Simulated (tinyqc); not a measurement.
From results back to parameters: thresholds of impact ionisation and Auger recombination from band masses. Two cases, with inputs chosen for the exercise.

Problem. For parabolic bands the thresholds of impact ionisation are Eg (1 + 2 mu)/(1 + mu) for electrons and Eg (2 + mu)/(1 + mu) for heavy holes, mu = me/mh. Both are given.

Case 1.

thresholds for electrons and holes (eV): 0.247921  0.475079

Case 2.

thresholds for electrons and holes (eV): 1.569755  2.633245

Find: Eg; mu.

Solution. The sum is 3 Eg; mu = (E_e - Eg)/(2 Eg - E_e).

Case 1.

Eg = 0.241 eV
mu = 0.0296

Case 2.

Eg = 1.401 eV
mu = 0.1369

Computed by tinyqc, one run a case: `OMP_NUM_THREADS=1 python tinyqc.py N N+1 out.jsonl` with N = 1880308, 1880388; one thread of a shared Intel(R) Xeon(R) Processor @ 2.30GHz, about 0.01 s a run at most.
